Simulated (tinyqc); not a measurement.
Changing the polish time t: chemical-mechanical planarisation: Preston law, pattern density and step-height reduction. Computed by tinyqc, a small Python program. Command: `OMP_NUM_THREADS=1 python tinyqc.py 3026989 3026990 out.jsonl cmp sweep`. One thread of a shared host (Intel(R) Xeon(R) Processor @ 2.30GHz), about 0.02 s of CPU time with the checks.

A row of 8 cells, repeated periodically, holds raised features that cover a share rho of each cell.

Inputs (values chosen for the exercise, close to those used for oxide polishing): Preston coefficient K = 4.9e-14 1/Pa; pressure P = 24 kPa; platen and carrier speed = 60 rpm; distance between the centres = 17 cm; initial step height h0 = 500 nm; contact height h_c = 46 nm; film above the raised areas z0 = 810 nm; cell size = 2.1 mm; planarisation length = 4.9 mm.

local pattern densities, cell by cell: [0.8, 0.25, 0.1, 0.4, 0.5, 0.9, 0.8, 0.8]

Method:
- With equal rotation speeds the relative speed is uniform, v = omega r_c; Preston rate R0 = K P v.
- The stiff pad averages the density: rho_eff(i) = sum_j w_ij rho_j / sum_j w_ij, w = exp(-2 d^2/L^2), L the planarisation length and d the distance between cell centres, summed over all periodic images of cell j.
- While h > h_c only raised areas polish, at R0/rho_eff, until t_c = rho_eff (h0 - h_c)/R0. After that h = h_c exp(-(t - t_c)/tau), tau = rho_eff h_c/R0; low areas polish at R0 (1 - h/h_c) and raised areas at R0 [1 + (1 - rho_eff) h/(rho_eff h_c)]. Removed from raised areas after t_c: h0 - h_c + R0 (t - t_c) + (1 - rho_eff)(h_c - h); from low areas: R0 (t - t_c) - rho_eff (h_c - h). Film left = z0 less the removal from raised areas.

One run for each value:
```
polish time t (s)  range of film left across the row (nm)  largest remaining step (nm)  thinnest film left (nm)
21                                                   50.7                        466.5                    725.8
31                                                   74.8                        450.5                    685.7
45                                                  108.6                        428.2                    629.6
65                                                  156.8                        396.2                    549.4
95                                                  229.2                        348.3                    429.1
140                                                 292.6                        276.5                    293.9
200                                                 275.3                        180.7                    215.4
290                                                 244.8                         37.8                    102.4
```

Describe and explain the trends.

Over the rows, range of film left across the row (nm) goes from 50.7 through a maximum among these rows, 293 at 140, to 245; largest remaining step (nm) falls from 466 to 37.8 (exponent d ln y / d ln x -0.089 between the first rows and -4.2 between the last); thinnest film left (nm) falls from 726 to 102 (exponent d ln y / d ln x -0.15 between the first rows and -2.0 between the last). At the low end the exponent of range of film left across the row is 1.00, close to 1: before contact the removals grow in fixed ratio.  Left out: 420 (the film is polished through).

Extremes, crossings and ranges named in words are read from the listed rows.
